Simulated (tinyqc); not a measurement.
## Electron density from the centroid

Inverse problem. In the Fang-Howard model the centroid is 3/b with b^3 = 6 (mz1/C) q (Nd + 11 Ns/32)/(eps0 eps_r), C = hbar^2/(2 m0), the field in eV/nm. Find b and Ns.

Parameters, values chosen for the exercise; masses and permittivity close to those of germanium (111):
- eps_r = 15.8 (relative permittivity)
- mz1 = 1.58 m0 (mass along z of valley set A (1 valley(s)))
- Nd = 2.2e11 cm^-2 (sheet density of depletion charge)

Constants: q = 1.602176634e-19 C, hbar = 1.054571817e-34 J s, m0 = 9.1093837015e-31 kg, eps0 = 8.8541878128e-14 F/cm where lengths are in cm, hbar^2/(2 m0) = 0.0380998212 eV nm^2. Results are converted to the units shown.

centroid = 2.1330658 nm

Answer. b = 3/centroid gives Nd + 11 Ns/32, from which the depletion charge is taken off.

b = 1.41 1/nm
Ns = 2.20e12 cm^-2

tinyqc, about 1 s, one thread, Intel Xeon 2.30GHz (shared host): `OMP_NUM_THREADS=1 python tinyqc.py 2160128 2160129 out.jsonl`
